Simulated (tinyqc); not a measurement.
Graded p-n junction, non-linear Poisson equation by Newton steps: starts and damping rules compared.

One dimension, p side on the left, n side on the right; net doping C = (Nd - Na)/2 + ((Nd + Na)/2) tanh(x/Lg). The potential psi is counted from the intrinsic level, and the quasi-Fermi potentials are flat: 0 for holes and -V for electrons, so n = ni exp((psi + V)/Vt) and p = ni exp(-psi/Vt) (Boltzmann statistics, full ionisation, no current). Under reverse bias this makes the minority densities vanishingly small everywhere; they play no part in the charge.

a_i = eps0 eps_r/h_i for the interval from node i to i + 1, with h_i = x_(i+1) - x_i in cm.

n_i = ni exp((psi_i + V)/Vt), p_i = ni exp(-psi_i/Vt), rho_i = p_i - n_i + C_i, g_i = (n_i + p_i)/Vt. Box widths w_i = (h_(i-1) + h_i)/2 in cm. Residual F_i = a_i (psi_(i+1) - psi_i) - a_(i-1) (psi_i - psi_(i-1)) + q rho_i w_i; Jacobian: a_(i-1) and a_i beside the diagonal, b_i = -a_(i-1) - a_i - q g_i w_i on it. The two end nodes are fixed.

Iterations until the largest undamped |d| is below 1e-9 V (the last, tiny step is counted), with a cap of 100; "overflow" would mean that an exponential left the range of double precision. Starts:
- neutral: psi_p = -Vt ln(Na/ni) on nodes with x < 0 and psi_n = Vt ln(Nd/ni) - V on the others.
- depletion: The parabolas of an abrupt Na-Nd junction in the depletion approximation: psi_p + q Na (x + xp)^2/(2 eps0 eps_r) for -xp < x < 0, psi_n - q Nd (xn - x)^2/(2 eps0 eps_r) for 0 < x < xn, flat outside, with W = sqrt(2 eps0 eps_r (psi_n - psi_p)(1/Na + 1/Nd)/q), xp = W Nd/(Na + Nd), xn = W Na/(Na + Nd), psi_p = -Vt ln(Na/ni), psi_n = Vt ln(Nd/ni) - V.
- linear: A straight line in x from psi_p = -Vt ln(Na/ni) at the first node to psi_n = Vt ln(Nd/ni) - V at the last.

Rules for the step d, which solves the tridiagonal system a_(i-1) d_(i-1) + b_i d_i + a_i d_(i+1) = -F_i:
- full Newton steps: the full step is added.
- logarithmic damping: each component d is damped to sign(d) Vt ln(1 + |d|/Vt) before it is added.
- steps capped at 4 Vt: if the largest |d| exceeds 4 Vt, the whole step is scaled down so that it equals 4 Vt.
- halved steps: half of the step is added while the largest |d| exceeds 1.5 Vt, the full step after that.

Values chosen for this exercise; band and dielectric values close to those of indium phosphide:
- T = 350 K (temperature)
- Eg = 1.34 eV (band gap)
- eps_r = 12.7 (relative permittivity)
- Nc = 7.25e17 cm^-3 (conduction-band density of states at T)
- Nv = 1.39e19 cm^-3 (valence-band density of states at T)
- Na = 9.1e15 cm^-3 (acceptor density of the p side)
- Nd = 2.5e16 cm^-3 (donor density of the n side)
- V = -1.2 V (bias of the p side against the n side)
- Lg = 360 nm (grading length)

Constants: q = 1.602176634e-19 C, kB = 1.380649e-23 J/K, Vt = kB T/q, eps0 = 8.8541878128e-14 F/cm where lengths are in cm. Results are converted to the units shown.

```
node	x (nm)	net doping C (cm^-3)
0	-3340	-9.10000e15
1	-2540	-9.09997e15
2	-1870	-9.09895e15
3	-1310	-9.07646e15
4	-847	-8.79433e15
5	-459	-6.63026e15
6	-135	1.84001e15
7	135	1.40600e16
8	442	2.23050e16
9	791	2.45841e16
10	1190	2.49542e16
11	1640	2.49962e16
12	2150	2.49998e16
13	2730	2.50000e16
```

ni = 7.14663e8 cm^-3

Iterations needed:
```
	full Newton steps	logarithmic damping	steps capped at 4 Vt	halved steps
neutral	9	23	16	13
depletion	8	13	9	10
linear	overflow	21	21	overflow
```

The fewest iterations, 8, are needed by full Newton steps from the depletion start. No result within 100 iterations: full Newton steps from the linear start; halved steps from the linear start. Lowest count for the worst start: steps capped at 4 Vt, at most 21 iterations.

Program tinyqc, `OMP_NUM_THREADS=1 python tinyqc.py 2000114 2000115 out.jsonl`; Intel Xeon 2.30GHz, shared host, one thread, about 0.05 s.
